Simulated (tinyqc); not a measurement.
## Doping and flat-band voltage from the body effect

Problem. VT = Vfb + 2 phiF + gamma sqrt(2 phiF + Vsb), phiF = Vt ln(Na/ni), gamma = sqrt(2 q eps0 eps_r Na)/Cox, Cox = eps0 eox/tox. Find Na, gamma and Vfb from two thresholds.

Inputs (values chosen for the exercise); material values those of a made-up semiconductor:
```
symbol  value  unit                                      meaning
T         400     K                                  temperature
eps_r    14.7         relative permittivity of the semiconductor
eox      23.9        relative permittivity of the gate insulator
tox       150    nm                          insulator thickness
```

Constants: q = 1.602176634e-19 C, kB = 1.380649e-23 J/K, Vt = kB T/q, eps0 = 8.8541878128e-14 F/cm where lengths are in cm. Results are converted to the units shown.

VT at Vsb = 0 and 1.9 V (V): 0.21972949  0.56121658
ni = 2.6405048e11 cm^-3

Solution. The difference of the thresholds, gamma [sqrt(2 phiF + Vsb) - sqrt(2 phiF)], holds no Vfb and rises with Na, so it has one root; Vfb then follows from the first threshold.

Na = 9.400e15 cm^-3
gamma = 0.4438 V^0.5
Vfb = -0.8800 V

Computed by the program tinyqc: `OMP_NUM_THREADS=1 python tinyqc.py 2360114 2360115 out.jsonl`, one thread of a shared Intel Xeon 2.30GHz, about 0.06 s for the whole run.
